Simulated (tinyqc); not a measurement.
# All-pass ring resonator, step by step

Program tinyqc, `OMP_NUM_THREADS=1 python tinyqc.py 2650040 2650041 out.jsonl`; Intel Xeon 2.30GHz, shared host, one thread, about 0.01 s. Printed values are rounded.

A ring of length L = 2 pi Rr coupled to one bus waveguide: round-trip amplitude a = 10^(-al L/20), self-coupling t = sqrt(1 - k2). At detuning d from the resonance the round-trip phase is p = 2 pi d/FSR and the transmission T = (a^2 - 2 a t cos p + t^2)/(1 - 2 a t cos p + a^2 t^2). Lossless coupler, linear absorption only.

Inputs (values chosen for the exercise); values close to those of silicon waveguides:
```
symbol,value,unit,meaning
lam,1550,nm,cold resonance wavelength
Rr,20,um,ring radius
ng,4.02,,group index
al,3.4,dB/cm,propagation loss
k2,0.013,,power coupling
dT,0.00018,1/K,thermo-optic change of the effective index
Rt,6.1,K/mW,thermal resistance
fa,0.61,,share of the loss that heats the ring
Pin,0.021,mW,input power
dl,5.2,pm,laser detuning from the cold resonance
```

Constants: c = 299792458 m/s. Results are converted to the units shown.

## Resonance parameters

FSR = lam^2/(ng L), finesse F = pi sqrt(a t)/(1 - a t), FWHM = FSR/F, Q = lam/FWHM, Tmin = (a - t)^2/(1 - a t)^2, power build-up k2 a^2/(1 - a t)^2, optical bandwidth c/(lam Q).

a = 0.995093
t = 0.993479
FSR = 4.75584 nm
F = 274.096
FWHM = 17.3510 pm
Q = 89331.9
Tmin = -16.9751 dB
build-up = 99.1183
bandwidth = 2.16512 GHz

The ring is overcoupled; critical coupling needs k2 = 1 - a^2 = 0.00979.

## Iteration 1: thermal shift of the resonance

s at the start = 0 pm

T is the transmission at d = dl - s, p = 2 pi d/FSR; out = (lam dT/ng) Rt fa (1 - T) Pin; s(new) = out.

d = 5.2 pm
T = 0.279072
out = 3.90975 pm
s after iteration 1 = 3.90975 pm

## Iteration 2: thermal shift of the resonance

As before.

d = 1.29025 pm
T = 0.0412729
out = 5.19939 pm
s after iteration 2 = 5.19939 pm

## Course of the iteration: thermal shift of the resonance

Stop when s changes by less than 1e-7 pm, or after 200 iterations.

Course of the iteration:

| iteration | s (pm) | \|change\| (pm) |
|---|---|---|
| 1 | 3.90975 | 3.91 |
| 2 | 5.19939 | 1.29 |
| 3 | 5.31439 | 0.115 |
| 4 | 5.31347 | 9.24e-4 |
| 5 | 5.31348 | 1.49e-5 |
| 6 | 5.31348 | 2.38e-7 |
| 7 | 5.31348 | 3.81e-9 |

Converged in 7 iterations. At the end each change is about 0.016 times the one before, with alternating sign: linear convergence. The equation has 1 root(s).
